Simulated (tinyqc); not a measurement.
Hall effect and magnetoresistance of several carrier groups with constant relaxation times. Which input was changed? Computed by tinyqc, a small Python program. Command: `OMP_NUM_THREADS=1 python tinyqc.py 3016309 3016310 out.jsonl hall2 which`. One thread of a shared host (Intel(R) Xeon(R) Processor @ 2.30GHz), about 0.02 s of CPU time with the checks.

Group 1 has charge -e and group 2 charge -e; s_i is that sign. B lies along z; mu B is formed with mu in m^2/(V s).

Inputs (values chosen for the exercise, for a model conductor):

| quantity | value | unit |
|---|---|---|
| density n1 | 1.4e+15 | 1/cm^3 |
| mobility mu1 | 110000 | cm^2/(V s) |
| density n2 | 5.2e+13 | 1/cm^3 |
| mobility mu2 | 26000 | cm^2/(V s) |
| magnetic field B | 9.7 | T |

Carriers: two electron groups. Densities: per volume.

Constants: e = 1.602176634e-19 C.

Method. sigma_xx = sum n_i e mu_i/(1 + mu_i^2 B^2); sigma_xy = sum s_i n_i e mu_i^2 B/(1 + mu_i^2 B^2). rho_xx = sigma_xx/(sigma_xx^2 + sigma_xy^2); Hall coefficient R_H = sigma_xy/(B (sigma_xx^2 + sigma_xy^2)), with B in V s/cm^2 (1 T = 1e-4 V s/cm^2); magnetoresistance MR = rho_xx(B)/rho_xx(0) - 1. Apparent density 1/(e |R_H|); Hall mobility |R_H|/rho_xx.

Task: One of these inputs alone was changed, within the range given: density n1 (7e+14 to 2.8e+15); mobility mu1 (5.5e+04 to 2.2e+05); mobility mu2 (1.3e+04 to 5.2e+04); magnetic field B (4.85 to 19.4). Which one, and to what value?

Results:

| run | magnetoresistance MR (%) | Hall mobility (cm^2/(V s)) | rho_xx (ohm cm) |
|---|---|---|---|
| before | 8.506388 | 98607.2 | 0.04359414 |
| after | 5.928571 | 101211.7 | 0.04247174 |

Result:

Each candidate set to reproduce magnetoresistance MR, and what it then gives:

| candidate | range searched | value needed | Hall mobility (cm^2/(V s)) | rho_xx (ohm cm) |
|---|---|---|---|---|
| density n1 (1/cm^3) | 7e+14 to 2.8e+15 | 2.055e15 | 1.0189e+05 | 0.029069 |
| mobility mu1 (cm^2/(V s)) | 5.5e+04 to 2.2e+05 | 89120 | 8.2002e+04 | 0.052422 |
| mobility mu2 (cm^2/(V s)) | 1.3e+04 to 5.2e+04 | 32100 | 1.0121e+05 | 0.042472 |
| magnetic field B (T) | 4.85 to 19.4 | out of reach | - | - |

Only mobility mu2 fits every result: it went from 26000 to 32100 cm^2/(V s). The next best candidate, mobility mu1, misses one result by 23 %.
